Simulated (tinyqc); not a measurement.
# Mobility, diffusion coefficient and lifetime from two collectors

Question. For an injected sheet in a field F the peak time tp at distance L obeys u^2 tp^2 + 2 D tp = L^2 with u^2 = v^2 + 4 D/tau, and the pulse area goes as exp(L (v - u)/(2 D)); v = mu F. Find u, D, mu and tau without using the Einstein relation.

Parameters, values chosen for the exercise: sweep field along the drift F = 2.7 V/cm.

distances (um): [780, 1300]
peak times (us): [51.2210597, 89.0794798]
ratio of the areas, far over near = 0.666097789

Answer. The two peak times give two linear equations for u^2 and D; the area ratio gives v - u, and u^2 - v^2 = 4 D/tau gives tau.

u = 1369 cm/s
D = 11.40 cm^2/s
mu = 441.0 cm^2/(V s)
tau = 1.000e-4 s

tinyqc, about 0.01 s, one thread, Intel Xeon 2.30GHz (shared host): `OMP_NUM_THREADS=1 python tinyqc.py 2310112 2310113 out.jsonl`
